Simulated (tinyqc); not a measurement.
Drifting, spreading and decaying minority pulse (Haynes-Shockley), explicit time steps: two steps of the calculation.

Low injection in a uniform field: dn/dt = D d2n/dx2 - v dn/dx - n/tau with D = mu Vt and v = mu F towards +x. Exact solution on an infinite bar for a Gaussian start at x0: n = N0 exp(-t/tau) exp(-(x - x0 - v t)^2/(2 s^2))/sqrt(2 pi s^2), s^2 = s0^2 + 2 D t.

Parameters, values chosen for the exercise; mobility close to that of indium phosphide at room temperature: temperature T = 250 K; minority-carrier mobility mu = 201 cm^2/(V s); sweep field along the drift F = 3.6 V/cm; mesh step hx = 60 um; lifetime tau = 3.1e-5 s; time step dt = 1.9e-6 s.

Constants: q = 1.602176634e-19 C, kB = 1.380649e-23 J/K, Vt = kB T/q. Results are converted to the units shown.

Question 1. Coefficients of the scheme. Exponentially fitted fluxes: d = F hx/Vt, B(d) = d/(exp(d) - 1), k = D dt/hx^2; (L n)_i = a n_(i-1) + b n_i + c n_(i+1) with a = k B(-d), c = k B(d), b = -a - c - dt/tau. Explicit steps keep n positive for dt up to 1/[(D/hx^2)(B(d) + B(-d)) + 1/tau].

Find: D; v; d; a; b; c; positivity limit of dt.

Answer 1.

D = 4.3302 cm^2/s
v = 723.60 cm/s
d = 1.0026
a = 0.36194
b = -0.55603
c = 0.13280
positivity limit of dt = 3.4171e-6 s

Question 2. Densities after a time step. (L n)_i = a n_(i-1) + b n_i + c n_(i+1), n = 0 beyond the ends. Explicit step: n(new) = n + L n.

a = 0.36194081
b = -0.55603194
c = 0.13280081

| node | n at t = 2 dt (1e13 cm^-3) |
|---|---|
| 1 | 0.1015534 |
| 2 | 0.4473875 |
| 3 | 1.1695762 |
| 4 | 1.9146718 |
| 5 | 1.9625705 |
| 6 | 1.2197167 |
| 7 | 0.4283652 |
| 8 | 0.0758039 |
| 9 | 0.0059705 |

Wanted: n at t = 3 dt.

Answer 2.

| node | n at t = 3 dt (1e13 cm^-3) |
|---|---|
| 1 | 0.1045 |
| 2 | 0.3907 |
| 3 | 0.9355 |
| 4 | 1.5340 |
| 5 | 1.7263 |
| 6 | 1.3087 |
| 7 | 0.6417 |
| 8 | 0.1895 |
| 9 | 0.0301 |

Computed by the program tinyqc: `OMP_NUM_THREADS=1 python tinyqc.py 2310129 2310130 out.jsonl`, one thread of a shared Intel Xeon 2.30GHz, about 0.01 s for the whole run.
